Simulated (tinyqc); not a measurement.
Valley-orbit splitting of a donor ground state, with strain: one step, computed by the program tinyqc. Command: `OMP_NUM_THREADS=1 python tinyqc.py 3010908 3010909 out.jsonl valleyorbit walk`. One thread of a shared host (Intel(R) Xeon(R) Processor @ 2.30GHz), about 0.01 s of CPU time with the checks.

The basis is the 1s envelope in each valley; energies are counted from the unstrained conduction-band edge. The strain is e_s (a a^T - 1/3) for the unit stress axis a, so valley j along n_j moves by Xi_u e_s w_j with w_j = (n_j.a)^2 - 1/3: +1/6 for x and y, -1/3 for z. The splitting at the zone boundary that a [110] shear adds for <100> valleys is left out.

Question. Populations and ionisation. H_jj = -(E_0 + Lambda) + Xi_u e_s w_j; H_jk = -Delta_2 between opposite valleys and -Delta_1 between perpendicular ones. z = sum over levels of exp(-(E - E_ground)/k_B T), the ground-state share being 1/z; N_c = 2 (2 pi m_e k_B T/h^2)^(3/2) sum_j exp(-(shift_j - lowest shift)/k_B T); n1 = N_c/(2 z) exp(-binding/k_B T), binding = lowest shift - E_ground; without compensation n = 2 N_D/(1 + sqrt(1 + 4 N_D/n1)) (Boltzmann statistics; p and higher states left out).

Inputs (values chosen for the exercise, modelled on donors in silicon):
```
quantity                                    value   unit
single-valley binding energy E_0             31.7    meV
central-cell shift Lambda                     6.5    meV
coupling Delta_1                             1.39    meV
coupling Delta_2                             1.03    meV
shear deformation potential Xi_u             9.02     eV
shear strain e_s                          -0.0009      -
temperature T                                 200      K
donor density N_D                         3.4e+17  cm^-3
density-of-states mass of one valley m_e    0.325    m_0
```

Valleys: six along <100>. Stress axis: [110].

Constants: k_B = 8.617333262e-05 eV/K; m_0 = 9.1093837015e-31 kg; k_B = 1.380649e-23 J/K; h = 6.62607015e-34 J s.

Give: partition sum z; share of neutral donors in the ground state; N_c; n1; free electrons n.

Answer.

partition sum z = 4.098

share of neutral donors in the ground state = 0.2440

N_c = 1.412e+19 cm^-3

n1 = 1.357e+17 cm^-3

free electrons n = 1.574e+17 cm^-3

Caution: k_B T exceeds a third of E_0, so the p and higher states, left out, hold part of the bound electrons. Caution: at this donor density neighbouring orbits begin to overlap and the depth shrinks, which a fixed level leaves out.
